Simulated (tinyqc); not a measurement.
# Ballistic Schottky-barrier transistor with a two-dimensional channel, WKB contacts: what changes with what

Source Fermi level 0, drain Fermi level -Vd. Far from the contacts Ec = pn - psi, and the gate moves psi one to one; the band edges relax as exp(-x/lam) from pn at the source and pn - Vd at the drain; Ev = Ec - Eg. A carrier of energy w inside the channel band meets at a contact a barrier of height D (the contact edge beyond the channel edge): T = 1 for w >= D, else exp(-S), S = 4 lam sqrt(m/C) [sqrt(D - w) - sqrt(w) arctan sqrt((D - w)/w)], C = hbar^2/(2 m0). The two contacts combine as Ts Td/(Ts + Td - Ts Td).

Parameters, values chosen for the exercise; channel values close to those of a molybdenum disulphide layer:
```
symbol,value,unit,meaning
T,300,K,temperature
Eg,1.7,eV,band gap
pn,0.48,eV,barrier for electrons at both contacts
mn,0.47,m0,electron mass
mp,0.62,m0,hole mass
g,2,,valleys or subbands
lam,4,nm,screening length at the contacts
Vd,0.1,V,drain bias
ps,0.16,V,band shift psi of the channel by the gate
```

Constants: q = 1.602176634e-19 C, kB = 1.380649e-23 J/K, hbar = 1.054571817e-34 J s, h = 6.62607015e-34 J s, m0 = 9.1093837015e-31 kg, Vt = kB T/q, hbar^2/(2 m0) = 0.0380998212 eV nm^2. Results are converted to the units shown.

Each table varies one quantity; the others keep the values above.

## Ambipolar transfer curve

I/W = g (2 q^2/h) int T(w) [N(Es + w) - N(Ed + w)] dw with w the energy of motion along the channel, N(y) = (1/2 pi) sqrt(pi m kB T/C) Fm(-y/kB T), Fm(x) = (1/sqrt(pi)) int_0^infinity u^(-1/2)/(1 + exp(u - x)) du. Electrons: Ds = psi, Dd = psi - Vd, Es = Ec, Ed = Ec + Vd. Holes: Ds = -psi, Dd = Vd - psi, Es = -Ev, Ed = -Ev - Vd. The size of each current is taken; both flow from drain to source and add. The integrals are converged. Swing = d(psi)/d(log10 I).

Ambipolar transfer curve:
```
ps (V)  electrons (uA/um)  holes (uA/um)  I (uA/um)  swing (mV/decade)
-0.98           1.857e-22      1.106e-12  1.106e-12             -143.8
-0.83           6.148e-20      1.075e-13  1.075e-13             -152.9
-0.68           2.035e-17      1.217e-14  1.219e-14             -166.0
-0.54           4.576e-15      1.869e-15  6.446e-15              96.92
-0.39           1.515e-12      3.046e-16  1.515e-12              59.54
-0.25           3.407e-10      6.733e-17  3.407e-10              59.53
-0.1             1.128e-7      1.590e-17   1.128e-7              59.53
0.05             1.030e-5      4.159e-18   1.030e-5              221.3
0.19             4.169e-5      7.061e-20   4.169e-5              225.4
0.34             2.119e-4      2.133e-22   2.119e-4              200.2
0.48             0.001169      9.487e-25   0.001169              178.1
0.63             0.008989      2.866e-27   0.008989              163.9
```

What does the comparison show?

I goes from 1.11e-12 through a minimum of 6.45e-15 (at ps = -0.54 V among the rows listed) to 0.00899 uA/um; the exact minimum lies at psi = -0.578 V. Holes carry the left branch and electrons the right. The ratio of the last row to the smallest is 1.39e12 and of the first row 172, with barriers of 0.48 eV for electrons and 1.22 eV for holes. The steepest swing among the rows is 59.5 mV/decade, against the thermionic limit 59.5.

## Effect of the screening length

Same model as above.

Effect of the screening length:
```
lam (nm)  current of the electrons (uA/um)  share over the barriers (%)  |d psi/d log10| of this current (mV/decade)
0.5                               6.675e-4                       0.8085                                        78.49
1.6                               1.251e-4                        4.314                                        117.9
2.6                               5.628e-5                        9.589                                        162.3
3.7                               3.400e-5                        15.87                                        215.3
4.8                               2.484e-5                        21.72                                        268.9
5.9                               2.007e-5                        26.89                                        321.8
6.9                               1.740e-5                        31.01                                        368.8
8                                 1.543e-5                        34.99                                        419.2
```

Read the table: what changes, and by how much?

The current falls from 6.68e-4 to 1.54e-5 uA/um, while the share over the barriers rises from 0.808 to 35.0 %: the thermionic part does not depend on lam, and a thinner barrier adds tunnelling. The swing rises from 78.5 to 419 mV/decade.

## Effect of the drain bias on the off state

Same model as above.

For each Vd, psi is set to the minimum of I.

Effect of the drain bias on the off state:
```
Vd (V)  psi at the minimum (V)  smallest I (uA/um)
0.05                    -0.595            1.96e-15
0.21                    -0.547            1.33e-14
0.37                    -0.503            7.09e-14
0.53                    -0.457            4.04e-13
0.68                    -0.413            2.18e-12
0.84                    -0.364            1.38e-11
1                       -0.315            9.17e-11
```

What does the table show?

The smallest current rises from 1.96e-15 to 9.17e-11 uA/um, 5.14 decades a volt between the last two rows, and the minimum moves by 0.29 V a volt over the table: a larger Vd lets holes enter from the drain while electrons still enter from the source.

Range of the model: No scattering, image-force lowering, channel charge or band-to-band tunnelling; parabolic kappa overstates S deep in the gap.

Numbers from tinyqc (`OMP_NUM_THREADS=1 python tinyqc.py 2390143 2390144 out.jsonl`; about 0.6 s on one thread of a shared Intel Xeon 2.30GHz).
